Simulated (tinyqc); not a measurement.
Deformation-potential model of the Delta valleys of a conduction band, step by step. Values are carried at full precision from step to step, so a last printed digit may differ when a step is redone from the rounded ones.

s11 = (C11 + C12)/((C11 - C12)(C11 + 2 C12)), s12 = -C12/((C11 - C12)(C11 + 2 C12)), s44 = 1/C44; exx = s11 sxx + s12 (syy + szz) and cyclic, exy = s44 sxy/2; tension is positive. A uniaxial stress X along the unit vector n is s_ij = X n_i n_j.

Constants: kB = 8.617333262e-05 eV/K; hbar^2/2m0 = 3.80998211 eV angstrom^2.

Values chosen for the exercise (near those of Si; not measured data): C11 = 164.8 GPa; C12 = 63.5 GPa; C44 = 80.1 GPa; load = uniaxial [111] (kind of stress); X = 0.49 GPa (stress); Xd = 1.02 eV (dilation potential); Xu = 9.71 eV (uniaxial potential); T = 300 K (temperature); ml = 0.886 m0 (longitudinal mass); mt = 0.189 m0 (transverse mass).

## Strain from a uniaxial [111] stress

Form the compliances and the strain.

s11, s12, s44 (1/TPa): 7.7234  -2.1482  12.4844

strain tensor:
```
          x         y         z
x  0.000560  0.001020  0.001020
y  0.001020  0.000560  0.001020
z  0.001020  0.001020  0.000560
```

## Valley shifts

Valleys with axes along x, y and z, each a pair at +k and -k. Herring-Vogt shift of a valley with unit axis a: dE = Xd tr(e) + Xu a.e.a. Non-degenerate shares n_i = exp(-dE_i/kT)/sum_j exp(-dE_j/kT). Inverse mass tensor of a valley: (1 - a a)/mt + a a/ml; the masses are taken as independent of strain.

Apply the Herring-Vogt formula to each valley.

Xd tr(e) = 1.71 meV

a.e.a: x 0.000560, y 0.000560, z 0.000560

shifts dE (meV): x 7.15, y 7.15, z 7.15

All valleys shift alike: this load keeps them equivalent by symmetry.

## Shares of the electrons

Boltzmann factors of the shifts.

kT = 25.852 meV

shares: x 0.3333, y 0.3333, z 0.3333

effective number of valley axes, 1/(largest share) = 3.000

## Conductivity mass tensor

With one scattering time for all valleys the conductivity goes as M = sum_i n_i (inverse mass tensor of valley i); along the unit vector u, 1/m_c = u.M.u. Without stress 1/m_c = (1/ml + 2/mt)/3. Take u along [1-10].

M (1/m0):
```
       x      y      z
x  3.904  0.000  0.000
y  0.000  3.904  0.000
z  0.000  0.000  3.904
```

m_c along [1-10] = 0.2562 m0
m_c without stress = 0.2562 m0

The mobility along [1-10] does not change; with all electrons in the valleys lightest or heaviest along this direction it would change by +36 or -18 %.

## Effective density of states

Each of the 6 whole valleys has m_d = (ml mt^2)^(1/3) and N = 2 (m_d kT/(4 pi c))^(3/2), c = hbar^2/2m0. Counted from the lowest edge, Nc = N x 2 x sum_i exp(-(dE_i - dE_min)/kT). 1 angstrom^-3 = 1e24 cm^-3.

m_d = 0.3163 m0
N of one valley = 4.464e+18 cm^-3
Nc under stress = 2.679e+19 cm^-3
Nc without stress = 2.679e+19 cm^-3

## Piezoresistance from repopulation

For small stress d(rho)/rho = pi X. For valleys on the cube axes pi11 = -(2/3) Xu (s11 - s12)/kT x (K - 1)/(2K + 1), pi12 = -pi11/2, pi44 = 0, K = ml/mt. For stress along [110]: pi_l = (pi11 + pi12 + pi44)/2 with the current along it and pi_t = (pi11 + pi12 - pi44)/2 with the current along [1-10]. 1/GPa = 100 x 1e-11/Pa.

K = 4.688

pi11, pi12, pi44 (1e-11/Pa): -87.9  43.9  0.0

pi_l, pi_t for [110] (1e-11/Pa): -22.0  -22.0

Only the transfer between valleys is counted; changes of mass and of intervalley scattering add to it in a real crystal.

## Checks

- Conductivity mass at zero stress against 3/(1/ml + 2/mt): both 0.2561764.
- Piezoresistance coefficients by finite differences against the closed form: largest difference 1.6e-08.

(tinyqc, `OMP_NUM_THREADS=1 python tinyqc.py 1080391 1080392 out.jsonl`, Intel(R) Xeon(R) Processor @ 2.30GHz, 1 thread, shared host, about 0.01 s.)
